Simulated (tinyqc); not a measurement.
Rates against energy: scattering rates of a carrier in a spherical band by Fermi's golden rule. Computed by tinyqc, a small Python program. Command: `OMP_NUM_THREADS=1 python tinyqc.py 3010037 3010038 out.jsonl scatter walk`. One thread of a shared host (Intel(R) Xeon(R) Processor @ 2.30GHz), about 0.01 s of CPU time with the checks.

All processes here are isotropic or elastic, and the rate listed is the momentum relaxation rate.

Inputs (values chosen for the exercise, modelled on electrons in silicon):
```
quantity                                            value       unit
density-of-states mass of one valley m              0.324        m_0
non-parabolicity alpha                                0.5       1/eV
static permittivity eps_s                            11.7          -
density rho                                          2329     kg/m^3
sound velocity v_l                                   8770        m/s
acoustic deformation potential D_A                     10         eV
phonon energy hbar w                                 58.9        meV
optical or intervalley deformation potential D_o      4.4  1e8 eV/cm
final valleys Z_f                                       5          -
ionised impurity density N_I                      4.3e+17     1/cm^3
temperature T                                         100          K
alloy fraction x                                    0.066          -
alloy potential U                                     1.2         eV
lattice constant a                                   5.52   angstrom
```

Crystal: non-polar. Band: Kane. Impurity formula: Conwell-Weisskopf. Further scattering: alloy.

Constants: k_B = 1.380649e-23 J/K; e = 1.602176634e-19 C; hbar = 1.054571817e-34 J s; m_0 = 9.1093837015e-31 kg; hbar = 6.582119569e-16 eV s; k_B = 8.617333262e-05 eV/K; eps_0 = 8.8541878128e-12 F/m.

Method:
- Kane band: hbar^2 k^2/(2 m) = E (1 + alpha E), speed v = hbar k/(m (1 + 2 alpha E)), states per spin, volume and energy g(E) = m k (1 + 2 alpha E)/(2 pi^2 hbar^2); overlap factors are set to 1. Masses are multiplied by m_0 and all formulas are in SI units.
- Phonon occupation N_q = 1/(exp(hbar w/(k_B T)) - 1).
- Acoustic deformation potential (elastic, equipartition, absorption and emission together): 1/tau = 2 pi k_B T D_A^2 g(E)/(hbar rho v_l^2).
- Optical or intervalley deformation potential: 1/tau = (pi Z_f D_o^2/(rho w)) [N_q g(E + hbar w) + (N_q + 1) g(E - hbar w)], with g = 0 below the band edge.
- Singly charged impurities, momentum relaxation: 1/tau = N_I e^4 m (1 + 2 alpha E) Phi/(8 pi (eps_s eps_0)^2 hbar^3 k^3), with alpha = 0 for a parabolic band.
- Conwell-Weisskopf: Phi = ln(1 + y^2), y = 4 pi eps_s eps_0 E N_I^(-1/3)/e^2 (largest impact parameter N_I^(-1/3)/2).
- Alloy disorder: 1/tau = (2 pi/hbar) Omega x (1 - x) U^2 g(E), Omega = a^3/4 (other conventions for Omega rescale U).

Momentum relaxation rates (1e12/s) and the total time:
```
E (meV)  acoustic  optical absorption  optical emission  ionised impurity   alloy  tau_m (fs)
5.9        0.3576            0.004354             0.000            7.9835   1.732       99.23
15.0       0.5767            0.004700             0.000            7.4723   2.793       92.20
29.0       0.8157            0.005210             0.000            5.1617   3.950      100.67
53.0       1.1351            0.006043             0.000            3.1077   5.497      102.61
65.0       1.2751            0.006445             1.157            2.5541   6.175       89.54
88.0       1.5241            0.007200             2.600            1.8776   7.381       74.68
130.0      1.9432            0.008546             4.273            1.2352   9.411       59.28
210.0      2.6939            0.011080             6.822            0.7199  13.046       42.93
350.0      4.0012            0.015632            10.961            0.3961  19.377       28.78
590.0      6.4233            0.024167            18.454            0.2107  31.107       17.79
```

What follows from these numbers?

The largest rate is ionised impurity from 5.90 to 29.0, alloy from 53.0 to 590 meV. Crossing hbar w = 58.9 meV opens emission: tau_m goes from 103 to 89.5 fs between the two rows around it. The impurity rate goes between the last rows as E^-1.21; the acoustic rate follows g(E) and grows by a factor 18.0 over the table (10.0 for a parabolic band). At 5.9 meV hbar/tau exceeds E/2, so the golden rule loses its meaning there.

Extremes, crossings and ranges named in words are read from the listed rows.
